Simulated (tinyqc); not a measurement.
Surface orientation and number of bands: six-band hole subbands of a thin body in a field.

Basis X, Y, Z times spin, hole energies counted downwards from the unstrained edge (the hydrostatic shift is left out), c = hbar^2/2m0. For a symmetric tensor T let C(T) have C_XX = L Txx + M (Tyy + Tzz), C_XY = N Txy (cyclic), L = c (g1 + 4 g2), M = c (g1 - 2 g2), N = 6 c g3. k = q + kz n, n the unit normal, q = k1 u + k2 v with u along the channel [1-10] and v = n x u. H = C(k k^T) + (Dso/3)(1 - L.sigma) - B + e F z with (L_k)_ij = -i epsilon_kij; B is the block C built from the traceless strain with 2b, -b and sqrt(3) d in place of L, M, N. Strain: exx = eyy = (s11 + s12) sx/2, ezz = s12 sx, exy = -s44 sx/4. Hard walls at z = 0 and t; basis sin(j pi z/t), j = 1 to Nz: kz^2 = (j pi/t)^2, kz = -i D with D_jl = 4 j l/(t (j^2 - l^2)), z_jj = t/2 and z_jl = -8 t j l/(pi (j^2 - l^2))^2 for j + l odd; 1 MV/cm = 0.01 eV/angstrom.

Nz = 14. E1 is the top subband at q = 0, gap the distance to the next pair, and the masses are c q^2/(E(q) - E1) at |q| = 0.02 1/angstrom (mean of the spin pair) along the channel [1-10] and across it in the plane; a dash marks a band that does not rise.

Constants: hbar^2/2m0 = 3.80998211 eV angstrom^2.

Values chosen for the exercise (near those of a p-type Si channel; shifted at random, so the results belong to these values and not to a real crystal):
- g1 = 4.29 (Luttinger gamma1)
- g2 = 0.34 (gamma2)
- g3 = 1.45 (gamma3)
- Dso = 0.043 eV (spin-orbit splitting)
- b = -2.1 eV (tetragonal potential)
- d = -4.84 eV (trigonal potential)
- S = (7.63, -2.12, 12.84) 1/TPa (compliances s11, s12, s44)
- t = 65 angstrom (body thickness)
- F = 0.5 MV/cm (field across the body)
- sx = 1 GPa (stress along the channel [1-10], negative in compression)

Three faces, six bands; and four bands, with Dso set to 1000 eV.

Results:

| case | E1 (meV) | gap (meV) | m channel | m across |
|---|---|---|---|---|
| (001) 6 bands | 154.1 | 27.8 | 2.959 | 0.215 |
| (001) 4 bands | 158.1 | 30.9 | 1.759 | 0.183 |
| (110) 6 bands | 118.2 | 35.8 | 0.120 | 0.280 |
| (110) 4 bands | 140.4 | 52.7 | 0.164 | 0.309 |
| (111) 6 bands | 110.1 | 60.7 | 0.602 | 0.157 |
| (111) 4 bands | 125.3 | 73.9 | 0.223 | 0.175 |

With six bands the top subband is shallowest on (111) (110.1 meV) and deepest on (001). Without the stress E1 would be 164.0, 82.5 and 119.2 meV, so the stress moves it by -9.9, 35.8 and -9.0 meV. The lightest channel mass is on (110) (0.120 m0). Dropping the split-off band moves E1 by 4.0, 22.1 and 15.2 meV and the gap by 3.1, 17.0 and 13.2 meV on the three faces, with Dso = 43 meV.

(tinyqc, `OMP_NUM_THREADS=1 python tinyqc.py 1280384 1280385 out.jsonl`, Intel(R) Xeon(R) Processor @ 2.30GHz, 1 thread, shared host, about 0.5 s.)
